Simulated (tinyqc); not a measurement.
Dead time and true rate from two light levels.

Problem. A non-paralysable detector measures m = n/(1 + n td); dark counts are negligible. Find td and the true rate at the lower flux.

measured rates at a photon flux and at four times that flux (1/s): 5.4014599e7  1.1935484e8

Solution. 1/m = 1/n + td, so the difference of the inverse rates is 3/(4 n).

td = 5.00 ns
n = 7.40e7 1/s

Program tinyqc, `OMP_NUM_THREADS=1 python tinyqc.py 2630114 2630115 out.jsonl`; Intel Xeon 2.30GHz, shared host, one thread, about 0.01 s.
